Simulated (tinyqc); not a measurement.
Raman line shape of confined optical phonons and breathing modes of small crystals: one step, computed by the program tinyqc. Command: `OMP_NUM_THREADS=1 python tinyqc.py 3009583 3009584 out.jsonl confine walk`. One thread of a shared host (Intel(R) Xeon(R) Processor @ 2.30GHz), about 0.02 s of CPU time with the checks.

Confinement in 2 direction(s) lets phonons with q away from zero scatter light. q is in units of 2 pi/a, from 0 to 1, and the branch is isotropic: omega(q)^2 = (omega_0^2 + omega_X^2)/2 + ((omega_0^2 - omega_X^2)/2) cos(pi q). The model and its constant beta are phenomenological; beta = 8 is the common choice.

Question. Range of wave vectors. Weight W(q) = q^1 exp(-(2 L q/a)^2/(2 beta)) dq, that is exp(-k^2 L^2/(2 beta pi^2)) for k = 2 pi q/a. Width q_c = a sqrt(2 beta)/(2 L), where the exponential falls to 1/e; curvature of the branch: omega(q) = omega_0 - c q^2, c = pi^2 (omega_0^2 - omega_X^2)/(8 omega_0); for small q_c the mean of q^2 is (number of confined directions) q_c^2/2, and the mean shift is -c times that.

Inputs (values chosen for the exercise, modelled on diamond):
```
quantity                                value      unit
bulk frequency omega_0                   1332      1/cm
frequency at the zone boundary omega_X   1140      1/cm
lattice constant a                      3.567  angstrom
size L                                     13        nm
confinement constant beta                   3         -
```

Shape: wire.

Give: q_c; curvature c; mean shift, quadratic estimate; omega(q_c) - omega_0.

Answer.

q_c = 0.03361 2 pi/a

curvature c = 439.6 1/cm

mean shift, quadratic estimate = -0.4964 1/cm

omega(q_c) - omega_0 = -0.4961 1/cm
